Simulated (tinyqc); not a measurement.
Thermionic emission over a Gaussian spread of barriers: one step of the calculation.

Metal on an n-type semiconductor with one parabolic valley; V > 0 is forward bias (metal positive). Patches of barrier height b are spread as a Gaussian with mean phi - r2 V and variance sg^2 + r3 V; each carries A* T^2 exp(-b/Vt) [exp(V/Vt) - 1].

Question. The same mean by Simpson's rule. With mean mu and deviation s at this bias, take nb equally spaced b from mu - s^2/Vt - 3.5 s to mu + s, the Gaussian density g(b) and y = g exp(-(b - mu)/Vt); the integral I of y gives phi_ap = mu - Vt ln I.

Inputs (values chosen for the exercise); band and dielectric values close to those of gallium nitride: temperature T = 300 K; barrier height seen from the metal phi = 0.68 eV; standard deviation of the barrier heights sg = 0.055 eV; shift of the mean barrier per volt, with its sign reversed (rho2) r2 = -0.003; change of sg^2 per volt (rho3) r3 = -0.0017 V; bias V = 0.28 V; barrier heights sampled nb = 11.

Constants: q = 1.602176634e-19 C, kB = 1.380649e-23 J/K, Vt = kB T/q. Results are converted to the units shown.

Give: b; g; y; I; phi_ap.

Answer.

| point | b (eV) | g (1/eV) | y (1/eV) |
|---|---|---|---|
| 0 | 0.40553 | 2.7601e-6 | 0.11638 |
| 1 | 0.43811 | 7.5628e-5 | 0.90431 |
| 2 | 0.47069 | 0.0013665 | 4.6337 |
| 3 | 0.50327 | 0.016281 | 15.656 |
| 4 | 0.53585 | 0.12791 | 34.882 |
| 5 | 0.56843 | 0.66265 | 51.248 |
| 6 | 0.60101 | 2.2638 | 49.649 |
| 7 | 0.63359 | 5.0995 | 31.718 |
| 8 | 0.66617 | 7.5751 | 13.361 |
| 9 | 0.69875 | 7.4200 | 3.7116 |
| 10 | 0.73133 | 4.7927 | 0.67987 |

I = 6.7201
phi_ap = 0.63159 eV

tinyqc, about 0.01 s, one thread, Intel Xeon 2.30GHz (shared host): `OMP_NUM_THREADS=1 python tinyqc.py 2640113 2640114 out.jsonl`
